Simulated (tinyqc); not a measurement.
# Convergence with the cut-off

Model: pair-potential crystal by lattice sums. Computed by tinyqc, a small Python program. Command: `OMP_NUM_THREADS=1 python tinyqc.py 3005871 3005872 out.jsonl pairsum sweep`. One thread of a shared host (Intel(R) Xeon(R) Processor @ 2.30GHz), about 0.04 s of CPU time with the checks.

Energy per atom E = (1/2) sum over neighbours of phi(r); d is the nearest-neighbour distance.

Inputs (values chosen for the exercise, for model atoms): well depth eps = 0.533 eV; pair minimum r0 = 2.42 angstrom; stiffness alpha r0 = 7.

Potential: Morse. Structure: hcp.

Constants: 1 eV/angstrom^3 = 160.2176634 GPa.

Method:
- phi0(r) = eps [exp(-2 alpha (r - r0)) - 2 exp(-alpha (r - r0))]; shifted-force cut-off: phi(r) = phi0(r) - phi0(r_c) - (r - r_c) phi0'(r_c) for r < r_c, zero beyond.
- Shells (distance in units of d, count): fcc 1.0000 (12), 1.4142 (6), 1.7321 (24), 2.0000 (12), 2.2361 (24), 2.4495 (8), 2.6458 (48), 2.8284 (6), 3.0000 (36), 3.1623 (24); hcp 1.0000 (12), 1.4142 (6), 1.6330 (2), 1.7321 (18), 1.9149 (12), 2.0000 (6), 2.2361 (12), 2.3805 (12), 2.4495 (6), 2.5166 (6), 2.5820 (12), 2.6458 (24), 2.7080 (6), 2.8868 (12), 3.0000 (12), 3.1091 (24), 3.1623 (12); bcc 1.0000 (8), 1.1547 (6), 1.6330 (12), 1.9149 (24), 2.0000 (8), 2.3094 (6), 2.5166 (24), 2.5820 (24), 2.8284 (24), 3.0000 (32); sc 1.0000 (6), 1.4142 (12), 1.7321 (8), 2.0000 (6), 2.2361 (24), 2.4495 (24), 2.8284 (12), 3.0000 (30), 3.1623 (24); diamond 1.0000 (4), 1.6330 (12), 1.9149 (12), 2.3094 (6), 2.5166 (12), 2.8284 (24), 3.0000 (16). Volumes per atom in d^3: fcc 0.70711, hcp 0.70711, bcc 0.76980, sc 1.00000, diamond 1.53960; hcp has the ideal c/a. Every shell inside the cut-off is summed.
- Equilibrium: dE/dd = 0 at the lowest minimum with d between 0.78 r0 and 1.45 r0; B = d^2 E''(d)/(9 Omega).
- Unrelaxed vacancy: removing an atom breaks its bonds (2|E|) and placing it on the surface returns |E|, so E_v = |E|.

One run for each value:
```
cut-off r_c/r0  energy per atom (eV)  equilibrium distance d (angstrom)  bulk modulus B (GPa)
1.30                         -1.0612                             2.4652                362.14
1.48                         -2.2733                             2.4277                492.40
1.65                         -2.9102                             2.4132                561.20
1.83                         -3.2210                             2.4053                587.07
2.00                         -3.3591                             2.4017                602.42
2.18                         -3.4244                             2.4001                611.12
2.35                         -3.4493                             2.3996                613.43
2.53                         -3.4598                             2.3994                614.32
2.70                         -3.4637                             2.3993                614.65
```

What does the table show, and why?

Over the rows, energy per atom (eV) falls from -1.06 to -3.46 (exponent d ln y / d ln x 5.9 between the first rows and 0.017 between the last); equilibrium distance d (angstrom) falls from 2.47 to 2.40; bulk modulus B (GPa) rises from 362 to 615 (exponent d ln y / d ln x 2.4 between the first rows and 0.0082 between the last). The last step still changes E by 0.11 %; the shifted force weakens every bond, by less as r_c grows.

Extremes, crossings and ranges named in words are read from the listed rows.
